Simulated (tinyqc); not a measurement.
On-chip interconnect, size-dependent resistivity and RC delay: two steps of the calculation.

A rectangular line between two neighbours and two ground planes. Surface and grain-boundary scattering are added to the bulk resistivity as corrections; capacitances are parallel-plate values without fringing; inductance is ignored.

Values chosen for this exercise; metal values close to those of copper:
- rho0 = 1.65 uohm cm (bulk resistivity)
- lam = 40.4 nm (bulk mean free path)
- ps = 0.1 (specular share of surface scattering)
- Rg = 0.24 (reflection coefficient of grain boundaries)
- gr = 1 (grain size over the metal width)
- wd = 40 nm (drawn line width)
- AR = 1.7 (aspect ratio, height over width)
- tl = 2.8 nm (liner on both walls and the bottom, not conducting)
- sp = 60 nm (space to the neighbouring lines)
- hd = 91 nm (dielectric height to the planes above and below)
- ek = 2.2 (relative permittivity of the dielectric)
- Mf = 1 (Miller factor of the neighbours)
- Rd = 14000 ohm (driver resistance)
- dt = 11 ps (time step)

Constants: eps0 = 8.8541878128e-12 F/m. Results are converted to the units shown.

Question 1. Resistivity, resistance and capacitance per length. Metal width x = wd - 2 tl, height y = AR wd - tl; grain boundaries (Mayadas-Shatzkes): al = (lam/(gr x)) Rg/(1 - Rg), g = 1/[1 - 3 al/2 + 3 al^2 - 3 al^3 ln(1 + 1/al)] - 1; surfaces (Fuchs-Sondheimer, thick limit): s = (3/8) lam (1 - ps)(1/x + 1/y); rho = rho0 (1 + g + s); r = rho/(x y); c = eps0 ek (2 wd/hd + 2 Mf AR wd/sp).

Find: x; y; al; g; s; rho; r; c.

Answer 1.

x = 34.40 nm
y = 65.20 nm
al = 0.3709
g = 0.5238
s = 0.6055
rho = 3.513 uohm cm
r = 15.66 ohm/um
c = 0.06128 fF/um

Question 2. Node voltages after a time step. A 1 V step is applied behind Rd at t = 0. C dv/dt = -G v + b, with G the conductance matrix of the ladder (1/Rs between neighbours, 1/Rd added at node 0) and b = (1 V/Rd, 0, ...). Trapezoidal step: (C/dt + G/2) v(new) = (C/dt - G/2) v + b.

Rs = 20.676821 ohm

| node | C (fF) | v at t = 0 (V) |
|---|---|---|
| 0 | 0.040443128 | 0 |
| 1 | 0.080886255 | 0 |
| 2 | 0.080886255 | 0 |
| 3 | 0.080886255 | 0 |
| 4 | 0.080886255 | 0 |
| 5 | 3.2404431 | 0 |

Find: v at t = 1 dt.

Answer 2.

| node | v at t = 1 dt (V) |
|---|---|
| 0 | 0.2072 |
| 1 | 0.2046 |
| 2 | 0.2020 |
| 3 | 0.1995 |
| 4 | 0.1971 |
| 5 | 0.1947 |

Range of the model: The metal width is under the mean free path, where the thick-limit surface term and the simple sum of corrections lose accuracy.

Numbers from tinyqc (`OMP_NUM_THREADS=1 python tinyqc.py 2100147 2100148 out.jsonl`; about 0.01 s on one thread of a shared Intel Xeon 2.30GHz).
